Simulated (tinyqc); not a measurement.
Angle series: uniform film or islands? Model: X-ray photoelectron analysis of a thin oxide on a semiconductor: attenuation lengths, thickness, angle series and band offsets. Computed by tinyqc, a small Python program. Command: `OMP_NUM_THREADS=1 python tinyqc.py 3110810 3110811 out.jsonl xps walk`. One thread of a shared host (Intel(R) Xeon(R) Processor @ 2.30GHz), about 0.01 s of CPU time with the checks.

The same element is seen in the oxide and in the substrate, at nearly the same kinetic energy; films are flat and uniform, and the work function is ignored.

Inputs (values chosen for the exercise, modelled on SiO2 on silicon):

| quantity | value | unit |
|---|---|---|
| photon energy | 1486.6 | eV |
| binding energy of the core level | 99.4 | eV |
| oxide density | 2.24 | g/cm^3 |
| oxide formula mass | 60.08 | g/mol |
| valence electrons per oxide formula | 16 | - |
| oxide gap | 8.82 | eV |
| substrate density | 2.33 | g/cm^3 |
| substrate formula mass | 28.09 | g/mol |
| valence electrons per substrate formula | 4 | - |
| substrate gap | 1.12 | eV |
| oxide thickness d | 0.52 | nm |
| emission angle from the normal | 55 | degrees |
| attenuation length over inelastic mean free path | 0.94 | - |
| carbon overlayer | 0.01 | nm |

Method:
- TPP-2M: lambda = E/(E_p^2 [b ln(c E) - C/E + D/E^2]) in angstrom, E_p = 28.8 sqrt(N_v rho/M), b = -0.10 + 0.944/sqrt(E_p^2 + E_g^2) + 0.069 rho^0.1, c = 0.191/sqrt(rho), U = N_v rho/M, C = 1.97 - 0.91 U, D = 53.4 - 20.8 U, with E = photon energy less binding energy in eV.
- Attenuation length L = factor x lambda.
- R_0 = (rho_o/M_o) L_o/((rho_s/M_s) L_s); peak ratio R = I_ox/I_sub = R_0 [exp(d/(L_o cos theta)) - 1]; hence d = L_o cos theta ln(1 + R/R_0). A carbon layer weakens both peaks alike, by exp(-d_C/(L_o cos theta)) if its L is taken equal to L_o. This R_0 leaves out intrinsic losses from the substrate peak, so calibrated values can be larger.
- Islands: half of the surface carries 2 d and half none, R = R_0 (1/2)(1 - t)/(1/2 + t/2) with t = exp(-2 d/(L_o cos theta)); the apparent thickness is read with the uniform formula.

R_0 = 0.560757

L in the oxide = 3.62338 nm

Against the angle:

| theta (degrees) | R, uniform | R, islands | apparent d, islands (nm) |
|---|---|---|---|
| 0 | 0.08654 | 0.07993 | 0.48281 |
| 20 | 0.09253 | 0.08498 | 0.48045 |
| 35 | 0.10737 | 0.09725 | 0.47468 |
| 45 | 0.12618 | 0.11227 | 0.46759 |
| 55 | 0.15942 | 0.13745 | 0.45561 |
| 65 | 0.22675 | 0.18342 | 0.43336 |
| 75 | 0.41555 | 0.28255 | 0.38267 |

A uniform film gives d = 0.52 nm at every angle. The island film of the same volume reads 0.483 nm at normal emission and 0.383 nm at 75 degrees; its ratio cannot pass R_0, since the bare half always shows the substrate.

Extremes, crossings and ranges named in words are read from the listed rows.
